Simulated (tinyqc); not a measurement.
Inside a calculation. Model: surface segregation during layer-by-layer epitaxy: two-layer exchange kinetics and the shape of quantum wells and delta layers. Computed by tinyqc, a small Python program that keeps every step. Command: `OMP_NUM_THREADS=1 python tinyqc.py 3001976 3001977 out.jsonl mbeseg walk`. One thread of a shared host (Intel(R) Xeon(R) Processor @ 2.30GHz), about 0.03 s of CPU time with the checks. Intermediate numbers are printed to about 5 digits and carried at full precision; extremes and crossings named in words are read from the listed rows.

Atoms A and B exchange only between the growing layer and the one below it. B is supplied for N layers, then pure A follows.

Inputs (values chosen for the exercise, close to those used for germanium in silicon): barrier E1 for B to move up = 1.65 eV; segregation energy E_s = 0.3 eV; attempt frequency nu = 10 THz; growth rate G = 0.098 layers/s; share x0 of B in the flux during the well = 0.2; layers in the well N = 4; layer thickness = 1.36 angstrom; temperature T = 570 C.

Constants: k_B = 8.617333262e-05 eV/K.

## Exchange rates

p1 = nu exp(-E1/(k_B T)) (B up, A down), p2 = nu exp(-(E1 + E_s)/(k_B T)) (B down); time per layer tau = 1/G; K = p1/p2. Temperatures in kelvin are T(C) + 273.15. Dilute equilibrium share passed up per layer R_eq = K/(1 + K).

p1 = 1372.2 1/s

p2 = 22.091 1/s

p1 tau = 14002

K = 62.115

R_eq = 0.98416

Exchange is fast against growth: the two layers are near equilibrium.

## The second layer

Each layer is deposited complete with B share x_dep and then exchanges for the time tau = 1/G with the layer below, whose share is b (total c = s + b fixed): ds/dt = p1 b (1 - s) - p2 s (1 - b), s(0) = x_dep. With the roots s1 < s2 of the right side, (s - s1)/(s - s2) = [(s(0) - s1)/(s(0) - s2)] exp(-(p1 - p2)(s2 - s1) tau). The lower layer is then buried with c - s, and s becomes the b of the next layer. Layer 1 is deposited on pure A with share x0; with nothing to lift from below, take b = 0 and s(0) = x0 for it. Then layer 2 has x_dep = x0.

share in layer 1 after its exchange = 0.19609

root s1 for layer 2 = 0.38607

root s2 for layer 2 = 1.0427

share in layer 2 after its exchange = 0.38607

share buried in layer 1 = 0.010022

## Buried profile

In the dilute tail each layer passes up the share R = R_eq (1 - exp(-(p1 + p2) tau)); decay length = -layer thickness/ln R. Index 0 is the last layer of pure A below the well. Share of B outside the intended layers 1..N = 1 - (sum over 1..N)/(N x0).

Share of B:
```
layer  intended    buried
0           0.0  0.003912
1           0.2  0.010022
2           0.2  0.020526
3           0.2  0.040686
4           0.2  0.034629
5           0.0  0.030295
6           0.0  0.027009
7           0.0  0.024413
8           0.0  0.022299
9           0.0  0.020537
10          0.0  0.019041
14          0.0  0.014751
19          0.0  0.011459
29          0.0  0.007744
```

share passed up R = 0.98416

decay length = 85.155 angstrom

peak share (largest buried share) = 0.040686

share of B outside the well = 0.86767

The peak reaches 20 % of x0. B is missing at the lower interface and trails into the cap. Caution: the floating layer fills towards saturation, so the dilute decay length holds only far out in the tail. Caution: two-layer exchange with complete layers is a simplification that can understate segregation at low temperature; desorption, step-edge exchange and surfactants are left out.

## Kinetic against equilibrium segregation over temperature

R_eq = K/(1 + K).

Segregation:
```
T (C)      p1 tau     R_eq        R  decay length (angstrom)  peak share
450    3.2329e+02  0.99195  0.99195                   168.29    0.024651
490    1.2951e+03  0.98966  0.98966                   130.91    0.029890
530    4.5186e+03  0.98706  0.98706                   104.44    0.035269
570    1.4002e+04  0.98416  0.98416                    85.15    0.040686
610    3.9165e+04  0.98096  0.98096                    70.75    0.046062
650    1.0020e+05  0.97749  0.97749                    59.74    0.051336
690    2.3713e+05  0.97378  0.97378                    51.18    0.056464
730    5.2390e+05  0.96983  0.96983                    44.40    0.061419
```

The decay length falls in every row: the layers are in equilibrium and K = exp(E_s/(k_B T)) falls with T.

Checks made by the program: closed form against integration of the exchange equation (relative difference below 1e-10); conservation of B (relative difference below 1e-10).
